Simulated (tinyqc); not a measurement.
Lattice vibrations of a chain, step by step. Computed by tinyqc, a small Python program that keeps every step. Command: `OMP_NUM_THREADS=1 python tinyqc.py 29198 29199 out.jsonl` (the two numbers bound the seeds that draw the settings). One thread of a shared host (Intel(R) Xeon(R) Processor @ 2.60GHz), about 0.01 s of CPU time with the checks.

## Dynamical matrix at q = 0.1

A chain moving along its axis:
```
atom  mass (u)  spring to the next atom (eV/angstrom^2)
1      74.4000                                  16.4000
2       9.1000                                  29.4000
3      85.6000                                  16.2000
4      46.2000                                  15.2000
```

q is in units of 2 pi/a. A spring k from atom i to atom j, n cells on, adds k to Phi_ii and Phi_jj, -k exp(2 pi i q n) to Phi_ij and the conjugate to Phi_ji (for one atom a cell: 2k (1 - cos 2 pi q n)); D_ij = Phi_ij / sqrt(m_i m_j).

D(q) (eV/(angstrom^2 u)):
$$\begin{pmatrix}
0.4247 & -0.6303 & 0.0000 & -0.2097+0.1524i \\
-0.6303 & 5.0330 & -1.0534 & 0.0000 \\
0.0000 & -1.0534 & 0.5327 & -0.2576 \\
-0.2097-0.1524i & 0.0000 & -0.2576 & 0.6797
\end{pmatrix}$$

## Frequencies

omega^2 are the eigenvalues; wavenumber = 521.4708 sqrt(eigenvalue) 1/cm.

eigenvalues: [0.0082, 0.4412, 0.8749, 5.3458]

wavenumbers (1/cm): [47.2, 346.4, 487.8, 1205.7]

weights |e|^2 of the mass-weighted modes, order atom 1, atom 2, atom 3, atom 4:
$$\begin{pmatrix}
0.3450 & 0.5094 & 0.1300 & 0.0156 \\
0.0418 & 0.0059 & 0.0136 & 0.9387 \\
0.3998 & 0.4576 & 0.0972 & 0.0454 \\
0.2133 & 0.0272 & 0.7592 & 0.0003
\end{pmatrix}$$

## Dispersion and heat capacity

C/k_B per atom = mean over q = (j + 1/2)/80, j = 0..39 and all branches of y^2 e^y/(e^y - 1)^2, y = hc wavenumber / k_B T.

Wavenumbers (1/cm):
```
q       branch 1  branch 2  branch 3   branch 4
0.0000    0.0000  353.5552  484.8348  1205.7098
0.0625   29.5641  350.6977  486.0235  1205.7033
0.1250   58.9924  342.5018  489.2227  1205.6848
0.1875   88.1460  329.8464  493.5838  1205.6570
0.2500  116.8777  313.6786  498.2143  1205.6243
0.3125  145.0217  294.7895  502.4131  1205.5916
0.3750  172.3552  273.8209  505.7014  1205.5638
0.4375  198.3664  251.5392  507.7810  1205.5453
0.5000  216.7949  234.3399  508.4912  1205.5388
```

Heat capacity:
```
T (K)  C/k_B per atom
20             0.0485
50             0.1245
100            0.2660
200            0.4996
300            0.6358
600            0.8392
1200           0.9500
```

zero-point energy per atom = 32.9249 meV
